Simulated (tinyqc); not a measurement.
Energy and delay of logic against supply voltage: two steps of the calculation.

One expression serves below and above threshold: I(Vg) = Ik [ln(1 + exp((Vg - VT + dd V)/(al nf Vt)))]^al, with I_on = I(V) and I_off = I(0). Gate delay td = kd C V/I_on, clock period LD td. Per gate and cycle the switching energy is act C V^2 and the leakage energy I_off V LD td. No short-circuit current, no variation. Minima are sought above 0.09 V; below a few Vt gates no longer switch and the model has no meaning.

Values chosen for this exercise; values of the order met in logic technologies: temperature T = 300 K; threshold voltage at zero drain bias VT = 0.33 V; slope factor nf = 1.18; barrier lowering per volt of supply dd = 0.1; specific current of a gate Ik = 2 uA; exponent of the current law al = 1.24; load capacitance of a gate C = 2 fF; delay factor kd = 1.2; logic depth LD = 40; activity factor act = 0.3; supply voltage V = 0.55 V.

Constants: q = 1.602176634e-19 C, kB = 1.380649e-23 J/K, Vt = kB T/q. Results are converted to the units shown.

Task 1. Currents, delay and energies. I_on, I_off, td, clock frequency 1/(LD td), both energies and their sum.

Give: I_on; I_off; td; clock frequency; switching energy; leakage energy; energy.

Result 1.

I_on = 23.409 uA
I_off = 0.24309 nA
td = 56.388 ps
clock frequency = 0.44335 GHz
switching energy = 181.50 aJ
leakage energy = 0.30156 aJ
energy = 181.80 aJ

I_on/I_off = 96300; leakage makes up 0.166 % of the energy.

Task 2. New V. Minimum-energy supply: E(V) is the energy per gate and cycle; with h = 0.001 V, E' = (E(V + h) - E(V - h))/(2 h), E'' = (E(V - h) - 2 E(V) + E(V + h))/h^2, V(new) = V - E'/E''.

V at the start = 0.24 V

Give: E'; E''; V after iteration 1.

Result 2.

E' = 237.2 aJ/V
E'' = 2386 aJ/V^2
V after iteration 1 = 0.1406 V

Program tinyqc, `OMP_NUM_THREADS=1 python tinyqc.py 2082205 2082206 out.jsonl`; Intel Xeon 2.30GHz, shared host, one thread, about 0.01 s.
